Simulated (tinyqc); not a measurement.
Velocity against field: two-valley model of the transferred-electron effect. Computed by tinyqc, a small Python program. Command: `OMP_NUM_THREADS=1 python tinyqc.py 3028378 3028379 out.jsonl gunn walk`. One thread of a shared host (Intel(R) Xeon(R) Processor @ 2.30GHz), about 0.01 s of CPU time with the checks.

Both kinds of valley share one electron temperature T_e, and each has a constant mobility.

Inputs (values chosen for the exercise, modelled on GaSb):
```
quantity                       value        unit
central-valley mass m1          0.04         m_0
satellite-valley mass m2        0.24         m_0
satellite valleys Z                4           -
valley separation dE           0.082          eV
central-valley mobility mu1     5200  cm^2/(V s)
satellite-valley mobility mu2    450  cm^2/(V s)
energy relaxation time tau_E    0.92          ps
lattice temperature T            350           K
electric field F                 6.9       kV/cm
```

Solver: damped fixed point.

Constants: k_B = 8.617333262e-05 eV/K.

Method. Density-of-states ratio R = Z (m2/m1)^(3/2); n2/n1 = R exp(-dE/(k_B T_e)); mean mobility mu = (mu1 + mu2 n2/n1)/(1 + n2/n1); energy balance e mu F^2 = (3/2) k_B (T_e - T)/tau_E; v = mu F.

low-field mobility = 1423.88 cm^2/(V s)

R = 58.7878

The curve:
```
F (kV/cm)  T_e (K)  share in the satellites (%)  v (1e7 cm/s)  low-field line (1e7 cm/s)
0.69           355                       80.082        0.0963                     0.0982
1.70           376                       82.433        0.2184                     0.2421
3.50           442                       87.232        0.3698                     0.4984
4.80           503                       89.857        0.4473                     0.6835
6.90           620                       92.687        0.5502                     0.9825
9.70           816                       94.823        0.6750                     1.3812
14.00         1216                       96.412        0.8686                     1.9934
21.00         2147                       97.419        1.2025                     2.9902
34.00         4845                       97.972        1.8576                     4.8412
69.00        18431                       98.240        3.6817                     9.8248
```

v rises in every row; the share in the slow valleys goes from 80 to 98 %, too gradually against the field for a falling branch among these rows. With constant mobilities n2/n1 tends to R and v ends on the line (mu1 + R mu2) F/(1 + R), a mobility of 529; real satellites saturate instead. Rows with T_e above 3000 K lie outside the range of a Maxwellian in parabolic valleys.
